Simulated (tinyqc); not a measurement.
Grain-boundary diffusion: Harrison regimes, Fisher and Le Claire analysis, Hart average: one step, computed by the program tinyqc. Command: `OMP_NUM_THREADS=1 python tinyqc.py 3022851 3022852 out.jsonl gbdiff walk`. One thread of a shared host (Intel(R) Xeon(R) Processor @ 2.30GHz), about 0.01 s of CPU time with the checks.

A boundary is a slab of width delta with diffusivity D_b, normal to a surface held at constant concentration; it leaks into grains of diffusivity D.

Question. Diffusivities. D = D0 exp(-E/(k_B T)), D_b = D0b exp(-E_b/(k_B T)). Triple product P = s delta D_b.

Inputs (values chosen for the exercise, for a model polycrystal): lattice prefactor D0 = 7.8e-05 m^2/s; lattice activation energy E = 1.88 eV; boundary prefactor D0b = 5.8e-05 m^2/s; boundary activation energy E_b = 1.06 eV; boundary width delta = 0.89 nm; segregation factor s = 10; temperature T = 838 K.

Constants: k_B = 8.617333262e-05 eV/K.

Give: D; D_b; triple product P.

Answer.

D = 3.852e-16 m^2/s

D_b = 2.446e-11 m^2/s

triple product P = 2.177e-19 m^3/s
